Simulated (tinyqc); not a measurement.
Inside a calculation. Method: CIS and TDHF on RHF in the sto-6g basis, for H2, spin multiplicity 1. One step of it, computed by the program tinyqc.

Task: Iteration 2 (converged): orbitals. Diagonalise F' = X^T F X, C = X C', fill 1 alpha and 1 beta electrons from the bottom; D = 2 C_occ C_occ^T. Each column has its largest component positive (the first on a tie).

converged F (hartree), order 1H 1s, 2H 1s:
$$\begin{pmatrix}
-0.338309 & -0.569229 \\
-0.569229 & -0.338309
\end{pmatrix}$$

X, order 1H 1s, 2H 1s:
$$\begin{pmatrix}
1.150122 & 0.555211 \\
-1.150122 & 0.555211
\end{pmatrix}$$

Give: F' = X^T F X; orbital energies; coefficients C; D after iteration 2.

Result:

F' = X^T F X (hartree):
$$\begin{pmatrix}
0.611 & 0.000 \\
0.000 & -0.560
\end{pmatrix}$$

orbital energies (hartree): MO1 -0.560, MO2 0.611

coefficients C, order 1H 1s, 2H 1s:
$$\begin{pmatrix}
0.555 & 1.150 \\
0.555 & -1.150
\end{pmatrix}$$

D after iteration 2, order 1H 1s, 2H 1s:
$$\begin{pmatrix}
0.617 & 0.617 \\
0.617 & 0.617
\end{pmatrix}$$
